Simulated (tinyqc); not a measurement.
Sublattice potential against complex hopping: Haldane model. Computed by the program tinyqc. 

Honeycomb lattice:
```
parameter     value
t1 (eV)    1.840000
t2 (eV)    0.110000
phi (rad)  0.700000
```

H_AA = delta - 2 t2 sum cos(k.b + phi), H_BB = -delta - 2 t2 sum cos(k.b - phi), H_AB = -t1 (1 + exp(-i k.a1) + exp(-i k.a2)), b = a1, a2 - a1, -a2, m = 3 sqrt3 t2 sin(phi); the sign of the Chern number follows the orientation k1 then k2.

Gaps at the two valleys (eV) and Chern number of the lower band (12 x 12 mesh):
```
delta   gap 2|delta - m|  gap 2|delta + m|  Chern number
-0.663             2.062             0.590             0
-0.479             1.694             0.222             0
-0.221             1.178             0.294            -1
0.000              0.736             0.736            -1
0.147              0.442             1.030            -1
0.276              0.184             1.288            -1
0.460              0.184             1.656             0
0.736              0.736             2.208             0
```

Here |m| = 0.3682 eV. For |delta| < |m| the two valleys have masses of opposite sign and the Chern number is +/-1; one gap closes at |delta| = |m|, and beyond it the band is trivial.
